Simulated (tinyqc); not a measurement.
Length offset and series resistance from crossing lines.

Inverse problem. R_total = Rs + k (L - dL)/Vo with constant Rs, dL and k. Find k, dL and Rs.

R_total at (L, Vo) = (50, 0.4), (100, 0.4), (50, 0.76) and (100, 0.76), L in nm and Vo in V (ohm um): 270.4  470.4  189.68421  294.94737

Solution. At each overdrive R is a straight line in L with slope k/Vo; the two lines cross at L = dL, R = Rs.

k = 1.60 ohm um V/nm
dL = 7.40 nm
Rs = 100 ohm um

tinyqc, about 0.03 s, one thread, Intel Xeon 2.30GHz (shared host): `OMP_NUM_THREADS=1 python tinyqc.py 2282104 2282105 out.jsonl`
